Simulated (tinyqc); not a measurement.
Three-band tight binding of a dichalcogenide monolayer: one step. Closed forms at K and Gamma. Two cases, with inputs chosen for the exercise.

Question. Three-band model of dz2 (level e1) and dxy, dx2-y2 (level e2), spin sz = +/-1; t1 and t2 drop out at these points. At K: e2 - (3/2)(t11 + t22) - 3 sqrt3 t12 + lam sz (valence), e1 - 3 t0 (conduction), e2 - (3/2)(t11 + t22) + 3 sqrt3 t12 - lam sz. At Gamma: e1 + 6 t0 (valence) and e2 + 3 (t11 + t22) -/+ lam.

Case 1.

Values chosen (near a published set for monolayer MoS2; shifted at random, so the results belong to these values and not to a real crystal): e1 = 1.043 eV (level of dz2); e2 = 2.084 eV (level of dxy and dx2-y2); t0 = -0.184 eV (hopping); t11 = 0.22 eV (hopping); t12 = 0.342 eV (hopping); t22 = 0.057 eV (hopping); lam = 0.074 eV (spin-orbit constant).

Case 2.

Values chosen (near a published set for monolayer MoTe2; shifted at random, so the results belong to these values and not to a real crystal): e1 = 0.608 eV (level of dz2); e2 = 1.953 eV (level of dxy and dx2-y2); t0 = -0.169 eV (hopping); t11 = 0.209 eV (hopping); t12 = 0.245 eV (hopping); t22 = 0.249 eV (hopping); lam = 0.105 eV (spin-orbit constant).

Give: a table of point, band 1, band 2, band 3; smallest direct gap at K; Ev(K) - Ev(Gamma).

Answer.

Case 1.

Levels (eV):
```
point          band 1  band 2  band 3
K, spin up    -0.0346  1.5950  3.3716
K, spin down  -0.1826  1.5950  3.5196
Gamma         -0.0610  2.8410  2.9890
```

smallest direct gap at K = 1.6296 eV
Ev(K) - Ev(Gamma) = 0.0264 eV

Of the two points, the valence band is higher at K, by 26 meV. The dz2 conduction state at K has no atomic orbital angular momentum (Lz = 0) and is not split at this order.

Case 2.

Levels (eV):
```
point          band 1  band 2  band 3
K, spin up     0.0979  1.1150  2.4341
K, spin down  -0.1121  1.1150  2.6441
Gamma         -0.4060  3.2220  3.4320
```

smallest direct gap at K = 1.0171 eV
Ev(K) - Ev(Gamma) = 0.5039 eV

Of the two points, the valence band is higher at K, by 504 meV. The dz2 conduction state at K has no atomic orbital angular momentum (Lz = 0) and is not split at this order.

Computed by tinyqc, one run a case: `OMP_NUM_THREADS=1 python tinyqc.py N N+1 out.jsonl` with N = 1482619, 1482819; one thread of a shared Intel(R) Xeon(R) Processor @ 2.30GHz, about 0.02 s a run at most.
